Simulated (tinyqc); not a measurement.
Mobility of a non-polar semiconductor in the relaxation-time approximation: one step, computed by the program tinyqc. Command: `OMP_NUM_THREADS=1 python tinyqc.py 3011799 3011800 out.jsonl rta walk`. One thread of a shared host (Intel(R) Xeon(R) Processor @ 2.30GHz), about 0.01 s of CPU time with the checks.

Each valley is treated as a sphere of mass m_d for states and rates, with one isotropic relaxation time; the conductivity mass m_c sets the current.

Question. Rates at a few energies. Kane band: hbar^2 k^2/(2 m) = E (1 + alpha E), speed v = hbar k/(m (1 + 2 alpha E)), states per spin, volume and energy g(E) = m k (1 + 2 alpha E)/(2 pi^2 hbar^2); overlap factors are set to 1. Here m = m_d. Masses are multiplied by m_0 and all formulas are in SI units. Phonon occupation N_q = 1/(exp(hbar w/(k_B T)) - 1). Acoustic deformation potential (elastic, equipartition, absorption and emission together): 1/tau = 2 pi k_B T D_A^2 g(E)/(hbar rho v_l^2). Optical or intervalley deformation potential: 1/tau = (pi Z_f D_o^2/(rho w)) [N_q g(E + hbar w) + (N_q + 1) g(E - hbar w)], with g = 0 below the band edge. Each optical term is multiplied by (1 - f(E'))/(1 - f(E)), E' the final energy, for Pauli blocking. Singly charged impurities, momentum relaxation: 1/tau = N_I e^4 m (1 + 2 alpha E) Phi/(8 pi (eps_s eps_0)^2 hbar^3 k^3), with alpha = 0 for a parabolic band. Brooks-Herring: Phi = ln(1 + b) - b/(1 + b), b = 4 k^2 L_s^2.

Inputs (values chosen for the exercise, modelled on electrons in diamond):
```
quantity                                          value       unit
non-parabolicity alpha                             0.19       1/eV
static permittivity eps_s                           5.7          -
density rho                                        3515     kg/m^3
sound velocity v_l                                18200        m/s
acoustic deformation potential D_A                    8         eV
phonon energy hbar w                                147        meV
optical or intervalley deformation potential D_o    7.4  1e8 eV/cm
final valleys Z_f                                     5          -
temperature T                                       300          K
```

Band: Kane. Impurity formula: Brooks-Herring. Further scattering: none.

reduced Fermi level eta = -7.866261

density-of-states mass m_d = 0.4872879 m_0

ionised impurity density N_I = 2.00e+16 1/cm^3

screening length L_s = 20.17985 nm

Constants: k_B = 8.617333262e-05 eV/K; k_B = 1.380649e-23 J/K; e = 1.602176634e-19 C; hbar = 1.054571817e-34 J s; m_0 = 9.1093837015e-31 kg; hbar = 6.582119569e-16 eV s; eps_0 = 8.8541878128e-12 F/m.

Give: Rates (1e12/s) at E = (max(eta, 0) + 0.5, 1, 2, 4) k_B T.

Answer.

Rates (1e12/s) at E = (max(eta, 0) + 0.5, 1, 2, 4) k_B T:
```
E (meV)  acoustic  optical  ionised impurity
12.9       0.2880  0.02982             5.345
25.9       0.4098  0.03118             2.176
51.7       0.5867  0.03382             0.873
103.4      0.8498  0.03884             0.346
```
